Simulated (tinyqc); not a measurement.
## MOS structure on a p-type body with a doping step (retrograde), non-linear Poisson equation by Newton steps: effect of the electron quasi-Fermi potential against the body on threshold, swing and body effect

One dimension, insulator interface at x = 0, acceptor density N1 for x < x1 and Na beyond, net doping C = -(acceptor density). psi is counted from the intrinsic level: n = ni exp((psi - Vb)/Vt), p = ni exp(-psi/Vt); deep in the body psi_b = -Vt ln(Na/ni). The gate acts through Cox = eps0 eox/tox and has the potential psi_G = Vg - (phiM - chi - Vt ln(Nc/ni)). Boltzmann statistics, full ionisation, classical densities, no oxide or interface charge.

ni = sqrt(Nc Nv) exp(-Eg/(2 Vt)), Eg in volts. The Poisson equation d/dx(eps0 eps_r dpsi/dx) = -q (p - n + C), with eps0 eps_r dpsi/dx = -Cox (psi_G - psi_0) at x = 0, is solved on a mesh of about 600 nodes or more. N_inv is the integral of n less its value deep in the body. VT is the Vg at which N_inv = 2e11 cm^-2. m = 1/(dpsi_0/dVg) at N_inv = 1e8 cm^-2; the swing is the Vg between N_inv = 1e8 and 1e9 cm^-2; body coefficient [VT(Vb + 0.05 V) - VT(Vb)]/0.05 V - 1.

Values chosen for this exercise; band and dielectric values close to those of silicon:
```
symbol,value,unit,meaning
T,300,K,temperature
Eg,1.13,eV,band gap
eps_r,11.8,,relative permittivity
Nc,2.8e19,cm^-3,conduction-band density of states at T
Nv,2.6e19,cm^-3,valence-band density of states at T
chi,4.01,eV,electron affinity
Na,2.4e17,cm^-3,acceptor density deep in the body
eox,9.06,,relative permittivity of the gate insulator (close to aluminium oxide)
tox,28,nm,insulator thickness
phiM,4.42,eV,gate work function
x1,38,nm,depth of the doping step
N1,7.2e16,cm^-3,acceptor density above the step
```

Constants: q = 1.602176634e-19 C, kB = 1.380649e-23 J/K, Vt = kB T/q, eps0 = 8.8541878128e-14 F/cm where lengths are in cm. Results are converted to the units shown.

Results:
```
Vb (V)	VT (V)	psi_0 - psi_b at VT (V)	m - 1	swing (mV/decade)	body coefficient
0	1.12	0.934	0.526	92.8	0.495
0.3	1.56	1.24	0.454	88.0	0.434
0.6	1.99	1.54	0.406	84.8	0.391
0.9	2.40	1.84	0.370	82.6	0.359
1.5	3.20	2.45	0.321	79.4	0.313
1.8	3.59	2.75	0.303	78.3	0.296
```

Estimate the missing row, Vb = 1.2 V.

Computed row:
```
Vb (V)	VT (V)	psi_0 - psi_b at VT (V)	m - 1	swing (mV/decade)	body coefficient
1.2	2.80	2.15	0.343	80.8	0.334
```

With this row back in the table: As Vb goes from 0 to 1.8, VT rises from 1.12 to 3.59 V, the swing falls from 92.8 to 78.3 mV/decade and the body coefficient falls from 0.495 to 0.296. The swing stays within 2.2 % of m Vt ln 10, and the body coefficient within 0.032 of m - 1.

Program tinyqc, `OMP_NUM_THREADS=1 python tinyqc.py 2080115 2080116 out.jsonl`; Intel Xeon 2.30GHz, shared host, one thread, about 0.7 s.
